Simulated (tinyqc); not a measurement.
Sp3 tight binding, zinc-blende lattice, step by step. Computed by tinyqc, a small Python program that keeps every step. Command: `OMP_NUM_THREADS=1 python tinyqc.py 28285 28286 out.jsonl` (the two numbers bound the seeds that draw the settings). One thread of a shared host (Intel(R) Xeon(R) Processor @ 2.60GHz), about 0.01 s of CPU time with the checks.

## Bloch Hamiltonian at k

Parameters chosen for this model: zinc-blende lattice, anion at 0, cation at a/4 (1,1,1); V = eta hbar^2 / (m d^2), hbar^2/m = 7.619964 eV angstrom^2:
```
parameter          value      unit
a               5.990000  angstrom
d               2.593746  angstrom
Es anion      -16.210000        eV
Ep anion       -8.090000        eV
Es cation     -12.460000        eV
Ep cation      -6.130000        eV
eta ss         -1.440000
eta sp          1.890000
eta pp sigma    2.180000
eta pp pi      -0.680000
V ss           -1.631025        eV
V sp            2.140720        eV
V pp sigma      2.469190        eV
V pp pi        -0.770206        eV
```

k point k (2 pi / a): 0.800000  0.710000  -0.300000

Slater-Koster rules over the four bonds with direction cosines (l, m, n): ss V_ss; s-px l V_sp; px-s -l V_sp; px-px l^2 V_pps + (1 - l^2) V_ppp; px-py l m (V_pps - V_ppp); each times exp(i k.d).

H(k) at k (eV), lower triangle (Hermitian):
```
                      a s                 a px                 a py                a pz
a s            -16.210000
a px             0.000000            -8.090000
a py             0.000000             0.000000            -8.090000
a pz             0.000000             0.000000             0.000000           -8.090000
c s   -0.790272+2.529666i  -0.622842+1.843058i  -0.939085+1.222396i  3.762150-0.305127i
c px   0.622842-1.843058i   0.150005-0.480168i  -3.286848+0.266578i  0.820443-1.067962i
c py   0.939085-1.222396i  -3.286848+0.266578i   0.150005-0.480168i  0.544154-1.610210i
c pz  -3.762150+0.305127i   0.820443-1.067962i   0.544154-1.610210i  0.150005-0.480168i

             c s       c px       c py       c pz
c s   -12.460000
c px    0.000000  -6.130000
c py    0.000000   0.000000  -6.130000
c pz    0.000000   0.000000   0.000000  -6.130000
```

## Levels at k

Diagonalise the Hermitian matrix.

eigenvalues (eV): -19.084033  -14.723164  -11.133099  -10.766678  -5.459886  -4.242556  -3.418704  -2.501880

weights |c|^2 of the basis functions:
```
        band 1    band 2    band 3    band 4    band 5    band 6    band 7    band 8
a s   0.709853  0.123745  0.010364  0.001071  0.072759  0.063364  0.001179  0.017664
a px  0.001772  0.075099  0.275116  0.214598  0.100350  0.026015  0.164285  0.142766
a py  0.001647  0.056542  0.165749  0.378837  0.030865  0.019220  0.200049  0.147091
a pz  0.018413  0.178744  0.165431  0.038951  0.371586  0.142596  0.001246  0.083032
c s   0.188876  0.472001  0.019824  0.002004  0.287547  0.010686  0.000934  0.018128
c px  0.012545  0.033064  0.147303  0.140172  0.044398  0.102890  0.300709  0.218919
c py  0.009079  0.022135  0.123906  0.204073  0.012929  0.063853  0.328954  0.235073
c pz  0.057815  0.038670  0.092306  0.020296  0.079567  0.571376  0.002644  0.137326
```

## Bloch Hamiltonian at X

k point X (2 pi / a): 1  0  0

As before.

H(k) at X (eV), lower triangle (Hermitian):
```
                     a s                a px                a py                a pz
a s           -16.210000
a px            0.000000           -8.090000
a py            0.000000            0.000000           -8.090000
a pz            0.000000            0.000000            0.000000           -8.090000
c s             0.000000  0.000000+4.943780i            0.000000            0.000000
c px  0.000000-4.943780i            0.000000            0.000000            0.000000
c py            0.000000            0.000000            0.000000  0.000000-4.319195i
c pz            0.000000            0.000000  0.000000-4.319195i            0.000000

             c s       c px       c py       c pz
c s   -12.460000
c px    0.000000  -6.130000
c py    0.000000   0.000000  -6.130000
c pz    0.000000   0.000000   0.000000  -6.130000
```

## Levels at X

As before.

eigenvalues (eV): -18.229927  -15.680108  -11.538978  -11.538978  -4.869892  -4.110073  -2.681022  -2.681022

## Bands along a path

The same steps at evenly spaced points between the labelled ones.

Bands along the path (eV):
```
k             band 1      band 2      band 3      band 4     band 5     band 6     band 7     band 8
L         -19.265387  -15.001472  -10.056529  -10.056529  -6.507826  -4.163471  -4.163471  -2.115315
L-G 0.33  -19.949455  -13.633487   -9.781145   -9.781145  -6.578983  -4.438855  -4.438855  -2.728075
L-G 0.67  -20.807766  -10.930504   -9.120219   -9.120219  -6.813502  -5.099781  -5.099781  -4.338228
G         -21.123187   -8.689228   -8.689228   -8.689228  -7.546813  -5.530772  -5.530772  -5.530772
G-X 0.33  -20.698516  -10.912169   -9.712774   -9.712774  -6.145783  -5.133532  -4.507226  -4.507226
G-X 0.67  -19.470217  -13.814198  -11.026040  -11.026040  -5.225441  -4.380145  -3.193960  -3.193960
X         -18.229927  -15.680108  -11.538978  -11.538978  -4.869892  -4.110073  -2.681022  -2.681022
X-W 0.33  -18.229927  -15.680108  -11.538978  -11.538978  -4.869892  -4.110073  -2.681022  -2.681022
X-W 0.67  -18.229927  -15.680108  -11.538978  -11.538978  -4.869892  -4.110073  -2.681022  -2.681022
W         -18.229927  -15.680108  -11.538978  -11.538978  -4.869892  -4.110073  -2.681022  -2.681022
```

With 4 band(s) filled, the highest filled level on these points lies at G and the lowest empty one at G: a gap of 1.1424 eV, direct.
